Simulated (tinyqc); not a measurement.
# Admittance spectroscopy and thermally stimulated current of one trap level in a depletion layer, step by step

A worked calculation. Computed by tinyqc, a small Python program that keeps every step. Command: `OMP_NUM_THREADS=1 python tinyqc.py 3114081 3114082 out.jsonl admit walk`. One thread of a shared host (Intel(R) Xeon(R) Processor @ 2.30GHz), about 0.01 s of CPU time with the checks. Intermediate numbers are printed to about 6 digits and carried at full precision; extremes and crossings named in words are read from the listed rows.

A Schottky junction on n-type material holds one donor-like electron trap; shallow donors are fully ionised and abrupt depletion edges are assumed.

Inputs (values chosen for the exercise, modelled on n-type silicon):
```
quantity                         value    unit
dielectric constant eps           11.6       -
density-of-states mass m           1.1     m_0
shallow doping N               1.6e+15  1/cm^3
trap density N_t               8.3e+14  1/cm^3
trap depth E_t below the band    0.425      eV
capture cross section sigma    1.4e-14    cm^2
band bending V_b                  0.76       V
test frequency f                900000      Hz
heating rate beta                 0.11     K/s
```

Constants: k_B = 1.380649e-23 J/K; m_0 = 9.1093837015e-31 kg; h = 6.62607015e-34 J s; k_B = 8.617333262e-05 eV/K; eps_0 = 8.8541878128e-12 F/m; e = 1.602176634e-19 C.

## Temperature of the peak

N_c = 2 (2 pi m k_B T/h^2)^(3/2), v_th = sqrt(3 k_B T/m), emission rate e_n = sigma v_th N_c exp(-E_t/(k_B T)). Where the level crosses the Fermi level capture equals emission, so the trap follows the signal with the rate 2 e_n; G/omega peaks at omega = 2 e_n (the correction for large N_t/N is left out). Solve 2 e_n(T_p) = 2 pi f.

peak temperature T_p = 339.426 K

N_c at T_p = 3.48416e+19 1/cm^3

e_n at T_p = 2.82743e+06 1/s

E_c - E_F = k_B T_p ln(N_c/N) = 0.292161 eV

Caution: N_t/N is not small, so the peak moves away from omega = 2 e_n.

## The capacitance step

With E_c - E_F = k_B T_p ln(N_c/N): lambda = sqrt(2 eps eps_0 (E_t - (E_c - E_F))/(e^2 N)); traps are empty and charged for x < x_t = w - lambda, and V_b = e (N w^2 + N_t x_t^2)/(2 eps eps_0). High frequency: C_hf = eps eps_0/w. Low frequency: C_lf = eps eps_0 (N + N_t)/(N w + N_t x_t).

lambda = 326.262 nm

depletion width w = 725.484 nm

crossing point x_t = 399.221 nm

C_hf = 14.1573 nF/cm^2

C_lf = 16.7266 nF/cm^2

step (C_lf - C_hf)/C_hf = 0.181484

small-N_t estimate (N_t/N)(lambda/w) = 0.233291

Reading N_t/N straight from the step would give 0.181 against the true 0.519: the factor lambda/w must be known.

## Scan in temperature at fixed frequency

With x = omega/(2 e_n): C = C_hf + (C_lf - C_hf)/(1 + x^2), G/omega = (C_lf - C_hf) x/(1 + x^2); C_hf and C_lf are held at their values at T_p.

Admittance:
```
T (K)  omega/(2 e_n)  C (nF/cm^2)  G/omega (nF/cm^2)
298.7        9.36294      14.1862            0.27132
312.3        4.17318      14.2968            0.58224
322.5        2.37483      14.5442            0.91896
332.6        1.40334      15.0225            1.21428
339.4        1.00129      15.4403            1.28466
346.2        0.72339      15.8439            1.22013
356.4        0.45403      16.2874            0.96717
370.0        0.25331      16.5717            0.61159
386.9        0.12942      16.6843            0.32704
```

The peak of G/omega is half the step, 1.28 nF/cm^2. Its full width is near 2 ln(2 + sqrt3) k_B T_p^2/(E_t + 2 k_B T_p) = 54.1 K.

## Arrhenius plot

T_p for 0.1, 0.3, 1, 3 and 10 f; least-squares lines of ln(e_n/T^2) and of ln(e_n) against 1/(k_B T), e_n = pi f; sigma = exp(intercept)/(v_th N_c/T^2).

Peaks:
```
f (Hz)    T_p (K)  1/(k_B T) (1/eV)  ln(e_n/T^2)  ln(e_n)
9.00e+04  297.641           38.9883      1.16052  12.5523
2.70e+05  316.292           36.6893      2.13758  13.6509
9.00e+05  339.426           34.1886      3.20037  14.8549
2.70e+06  363.483           31.9259      4.16203  15.9535
9.00e+06  393.778           29.4697      5.20589  17.1575
```

depth from e_n/T^2 = 0.425 eV

cross section from the intercept = 1.40e-14 cm^2

depth without the T^2 = 0.483733 eV

Leaving out T^2 adds 59 meV, near 2 k_B T_p = 58 meV.

## Thermally stimulated current

Thermally stimulated current without retrapping: filled share n(T) = exp(-(1/beta) int e_n dT), current proportional to e_n n; the peak obeys beta (E_t/(k_B T^2) + 2/T) = e_n(T). The integral starts at 0.5 T_m and uses 4000 trapezoid steps to 1.2 T_m. Chen's first-order estimate from the full width W = T_2 - T_1 between the half-height points: E = 2.52 k_B T_m^2/W - 2 k_B T_m.

peak temperature T_m = 156.187 K

lower half-height T_1 = 149.796 K

upper half-height T_2 = 160.746 K

filled share at T_m = 0.388043

E_t/(k_B T_m) = 31.5771

symmetry factor (T_2 - T_m)/(T_2 - T_1) = 0.416405

depth by Chen's formula = 0.456869 eV

The slow ramp empties the trap at 156 K, far below the admittance peak at 339 K, since the rate asked for is 0.024 per second instead of 2.8e6. Chen's formula, made for a constant prefactor, gives 32 meV more than E_t.

Checks made by the program: C_lf against dQ/dV by differences (relative difference below 1e-10); depth recovered (relative difference below 1e-10); peak of the integrated curve (relative difference 2e-05).
